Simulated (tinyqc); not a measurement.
Equation-of-state fits to an energy-volume table made by a known binding curve. Changing the half-width of the volume window w. Computed by tinyqc, a small Python program. Command: `OMP_NUM_THREADS=1 python tinyqc.py 3009695 3009696 out.jsonl eosfit sweep`. One thread of a shared host (Intel(R) Xeon(R) Processor @ 2.30GHz), about 0.04 s of CPU time with the checks.

With x = (V/V_0)^(1/3), the energy per atom is E = -D [1 + eta (x - 1)] exp(-eta (x - 1)), so that B0 = D eta^2/(9 V_0) and B' = 1 + 2 eta/3. B' = dB/dP at P = 0.

Inputs (values chosen for the exercise, for a model crystal):
```
quantity                                  value             unit
cohesive energy D                          4.46          eV/atom
true volume V_0                            16.5  angstrom^3/atom
stiffness eta                              4.69                -
shift of the window centre s             -0.014                -
points N                                      5                -
compression V/V_0 for the pressure test    0.85                -
noise amplitude                           0.054              meV
```

Binding curve: universal binding. Noise: added.

numbers xi_j, drawn evenly from -1 to 1: 0.1819  -0.6802  -0.9551  -0.3999  -0.0764  -0.8286  -0.0809  -0.9022  0.5763  0.2710  0.4621  0.2026  0.4909  -0.0616  -0.8286  0.6033  0.4077  -0.6131  -0.5728  -0.7423  0.8481

Constants: 1 eV/angstrom^3 = 160.2176634 GPa.

Method:
- B0 and B' from the formulas above; P = -dE/dV at V = c V_0 (c the compression chosen), from the curve itself.
- Table: V_j = V_0 [1 + s + w (2 j/(N - 1) - 1)], j = 0..N-1, rounded to 0.001; E_j from the curve plus the noise amplitude times the listed numbers xi_j (xi_0 first), rounded to 1e-7 eV.
- Third-order Birch-Murnaghan is a cubic in u = V^(-2/3): fit it by linear least squares, find the minimum, and take B0 = V E''(V), B' = -1 - V E'''/E'' there.
- Errors are fitted minus exact, relative; the pressure at c V_0 uses P = (3 B0/2) (x^7 - x^5) [1 + (3/4)(B' - 4)(x^2 - 1)], x = (V0/V)^(1/3) with the fitted values.

One run for each value; columns: (1) half-width of the volume window w; (2) error of B0 (%); (3) error of B' (%); (4) error of that pressure (%); (5) root-mean-square residual (meV):
```
(1)         (2)     (3)      (4)      (5)
0.030   0.26188  11.487   4.9686  0.00400
0.045   0.21513   2.727   1.8795  0.00428
0.060   0.12193   0.658   1.0814  0.00495
0.080   0.02065  -0.215   0.6938  0.00695
0.110  -0.11093  -0.677   0.4268  0.01413
0.140  -0.24781  -0.929   0.2340  0.03007
0.180  -0.45786  -1.231  -0.0168  0.07410
0.220  -0.70647  -1.563  -0.2780  0.15829
```

Describe and explain the trends.

Over the rows, error of B0 (%) falls from 0.262 to -0.706; error of B' (%) falls from 11.5 to -1.56; error of that pressure (%) falls from 4.97 to -0.278. Noise enters B0 as amplitude/w^2 and B' as amplitude/w^3, while the error of the form grows with w once w is much larger than the shift s: narrow windows suffer from the first, wide ones from the second. A small residual does not prove a small error in B'.

Extremes, crossings and ranges named in words are read from the listed rows.
